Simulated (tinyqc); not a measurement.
Layer against dose: implant damage, amorphisation by cascade overlap, and solid-phase epitaxial regrowth. Computed by tinyqc, a small Python program. Command: `OMP_NUM_THREADS=1 python tinyqc.py 3112452 3112453 out.jsonl sper walk`. One thread of a shared host (Intel(R) Xeon(R) Processor @ 2.30GHz), about 0.01 s of CPU time with the checks.

Range and width of the damage are inputs. Dynamic annealing enters only through the surviving share f.

Inputs (values chosen for the exercise, modelled on germanium ions in germanium):

| quantity | value | unit |
|---|---|---|
| atomic density N | 44.2 | 1/nm^3 |
| ion Z1 | 32 | - |
| ion mass M1 | 72.6 | u |
| target Z2 | 32 | - |
| target mass M2 | 72.63 | u |
| ion energy E | 29 | keV |
| displacement energy E_d | 17 | eV |
| depth of the damage peak R_d | 15 | nm |
| width of the damage profile s_d | 9.7 | nm |
| share of defects that survive f | 0.61 | - |
| critical displaced share x_c | 0.16 | - |
| dose Q | 3.8e+14 | 1/cm^2 |

Constants: a_0 = 0.529177210903 angstrom; e^2/(4 pi eps_0) = 14.39964548 eV angstrom.

Method. Robinson partition: eps = E a M2/(Z1 Z2 (e^2/(4 pi eps_0)) (M1 + M2)), a = 0.8853 a_0/sqrt(Z1^(2/3) + Z2^(2/3)); k = 0.0793 Z1^(2/3) Z2^(1/2) (M1 + M2)^(3/2)/((Z1^(2/3) + Z2^(2/3))^(3/4) M1^(3/2) M2^(1/2)); damage energy T_d = E/(1 + k (eps + 0.40244 eps^(3/4) + 3.4008 eps^(1/6))); displacements nu = 0.8 T_d/(2 E_d). Displaced share x(z) = f nu Q exp(-(z - R_d)^2/(2 s_d^2))/(sqrt(2 pi) s_d N); the layer is amorphous where x > x_c, between R_d -/+ s_d sqrt(2 ln(x_max/x_c)), the upper edge being cut at the surface. Threshold dose Q_c = Q x_c/x_max.

threshold dose Q_c = 5.76230e+13 1/cm^2

displacements per ion nu = 489.191

Dose series; the last column is f nu Q erfc((z2 - R_d)/(sqrt2 s_d))/2:

| Q (1/cm^2) | x_max | upper edge (nm) | lower edge (nm) | displaced atoms beyond z2 (1/cm^2) |
|---|---|---|---|---|
| 6.34e+13 | 0.1760 | 10.760 | 19.240 | 6.2623e+15 |
| 8.64e+13 | 0.2399 | 6.269 | 23.731 | 4.7450e+15 |
| 1.44e+14 | 0.3998 | 1.872 | 28.128 | 3.7796e+15 |
| 2.30e+14 | 0.6386 | 0.000 | 31.139 | 3.2995e+15 |
| 4.03e+14 | 1.1190 | 0.000 | 34.131 | 2.9207e+15 |
| 6.91e+14 | 1.9187 | 0.000 | 36.621 | 2.6614e+15 |
| 1.44e+15 | 3.9984 | 0.000 | 39.610 | 2.4014e+15 |
| 2.88e+15 | 7.9968 | 0.000 | 42.131 | 2.2164e+15 |

What follows from these numbers?

A dose 45 times larger moves the lower edge from 19.2 to 42.1 nm, as the root of a logarithm, and the damage beyond it falls by a factor 2.8, since the edge lies on an ever steeper tail. The layer reaches the surface at Q_c exp(R_d^2/(2 s_d^2)) = 1.90e14 per cm^2.
